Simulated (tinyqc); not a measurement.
Worked calculation: thermal boundary conductance by the acoustic and diffuse mismatch models. Computed by tinyqc, a small Python program that keeps every step. Command: `OMP_NUM_THREADS=1 python tinyqc.py 3021313 3021314 out.jsonl kapitza walk`. One thread of a shared host (Intel(R) Xeon(R) Processor @ 2.30GHz), about 0.01 s of CPU time with the checks. Intermediate numbers are printed to about 6 digits and carried at full precision; extremes and crossings named in words are read from the listed rows.

Each side has one longitudinal and two transverse Debye branches, omega = v q up to q_D = (6 pi^2 n)^(1/3), with n counting all atoms. Scattering at the interface is elastic. Electrons are left out of G, also for metals. Melting is ignored. G refers to the temperatures of the phonons sent towards the interface. Linear branches over all atoms overstate G at high T, most for crystals with several atoms a cell.

Inputs (values chosen for the exercise, for two model solids):
```
quantity,value,unit
density rho_1,2.11,g/cm^3
longitudinal velocity vL_1,9290,m/s
transverse velocity vT_1,5550,m/s
atom density n_1,87.4,1/nm^3
conductivity kappa_1,1.15,W/(m K)
density rho_2,11.7,g/cm^3
longitudinal velocity vL_2,7510,m/s
transverse velocity vT_2,4750,m/s
atom density n_2,92.1,1/nm^3
conductivity kappa_2,67.6,W/(m K)
temperature T,4.2,K
thickness d_1,18,nm
thickness d_2,140,nm
heat flux J,0.79,kW/cm^2
```

Structure: superlattice.

Constants: hbar = 1.054571817e-34 J s; k_B = 1.380649e-23 J/K.

## Cut-off frequencies and impedances

omega_c = v q_D for each branch, given as hbar omega_c/k_B; impedance Z = rho v.

Branches:
```
branch,v (m/s),cut-off (K),Z (1e6 kg/(m^2 s))
"L, side 1",9290,1227.43,19.6019
"T, side 1",5550,733.29,11.7105
"L, side 2",7510,1009.72,87.8670
"T, side 2",4750,638.64,55.5750
```

## Acoustic mismatch: transmission of each branch

No mode conversion. t(theta) = 4 Z_1 Z_2 cos(theta_1) cos(theta_2)/N^2, with N = Z_2 cos(theta_1) + Z_1 cos(theta_2) for L (the form for pressure waves) and N = Z_1 cos(theta_1) + Z_2 cos(theta_2) for both T branches (the form for shear waves polarised along the interface); sin(theta_2) = (v_2/v_1) sin(theta_1), and t = 0 beyond the critical angle arcsin(v_1/v_2); the mean over the incoming flux is alpha = 2 int t sin(theta_1) cos(theta_1) d theta_1 (64 Gauss-Legendre points).

Transmission:
```
branch,t at normal incidence,largest angle from side 1 (deg),"alpha, 1 to 2","alpha, 2 to 1"
L,0.596511,90,0.691935,0.452183
T,0.575005,90,0.495863,0.363214
```

For L waves from side 1 no critical angle exists, and the mean 0.69 stays near the normal-incidence 0.60. For T waves from side 1 no critical angle exists, and the mean 0.50 stays near the normal-incidence 0.58.

## Diffuse mismatch: transmission at low frequency

A phonon forgets its side and branch: alpha(1 to 2) = S_2/(S_1 + S_2), S_i = 1/vL_i^2 + 2/vT_i^2.

S_1 = 7.65167e-08 s^2/m^2

S_2 = 1.06373e-07 s^2/m^2

diffuse alpha, 1 to 2 = 0.581624

## Boundary conductance

G = (k_B^4 T^3/(8 pi^2 hbar^3)) int W(x) x^4 e^x/(e^x - 1)^2 dx, x = hbar omega/(k_B T). Acoustic mismatch: W = sum over the three branches of alpha(1 to 2)/v_1^2, each up to the lower of its two cut-offs. Diffuse mismatch: W = S_1 S_2/(S_1 + S_2), where S_i sums 1/v^2 over the branches of side i still below their cut-off. Radiation limit: W = min(S_1, S_2). The integral is split at the four cut-offs (64 Gauss-Legendre points a piece, x at most 45). Boundary resistance R = 1/G and Kapitza length kappa_2/G use the diffuse value.

G, acoustic mismatch = 0.0303672 MW/(m^2 K)

G, diffuse mismatch = 0.0336070 MW/(m^2 K)

G, radiation limit = 0.0577813 MW/(m^2 K)

boundary resistance R = 29755.7 m^2 K/GW

Kapitza length in side 2 = 2.01149e+06 nm

The diffuse value is 1.11 times the acoustic one and 58 % of the radiation limit. Diffuse scattering raises G here: it ignores the impedance mismatch and lets phonons change direction and branch. Caution: kappa_2 is of room-temperature size, so the Kapitza length is only nominal at this T.

## Conductance against temperature

The formulas are those given above.

G (MW/(m^2 K)):
```
T (K),acoustic mismatch,diffuse mismatch,radiation limit
2,0.00327904,0.00362887,0.00623921
5,0.0512351,0.0567011,0.0974876
10,0.409880,0.453609,0.779901
20,3.27904,3.62887,6.23921
40,26.2244,29.0232,49.8989
80,194.047,215.705,369.041
150,735.714,819.820,1378.70
300,1533.94,1682.37,2792.43
600,1978.08,2146.30,3547.95
1000,2101.31,2273.26,3754.47
```

All three follow T^3 at the cold end (exponent 3.00 for the diffuse model) and flatten at high T (exponent 0.11 at the hot end); the lowest cut-off is 639 K. The ratio of diffuse to acoustic goes from 1.11 to 1.08. The plateau is set by the frequencies that both sides share.

## Cross-plane conductivity of the superlattice

kappa_eff = (d_1 + d_2)/(d_1/kappa_1 + d_2/kappa_2 + 2 R), two interfaces a period, with bulk conductivities in the layers; the gradient is J/kappa_eff.

kappa_eff = 0.00265416 W/(m K)

kappa_eff without interfaces = 8.91488 W/(m K)

interface share of the resistance = 0.999702

temperature gradient = 2976.46 K/micrometre

The interfaces carry most of the resistance: if both layers are scaled together, kappa_eff grows with the exponent 1.00, the interface share. Caution: the conductivities are of room-temperature size; at this T real values can differ much and free paths can be long. Caution: R from emitted-phonon temperatures is too large for use in series with Fourier layers, by up to a factor of about 2. Caution: layers this thin are often below the phonon free path, where bulk conductivities and independent interfaces no longer hold.

Checks made by the program: detailed balance alpha_12/v_1^2 = alpha_21/v_2^2 (relative difference below 1e-10); low-temperature limit G = pi^2 k_B^4 T^3 alpha S_1/(30 hbar^3) (relative difference below 1e-10).
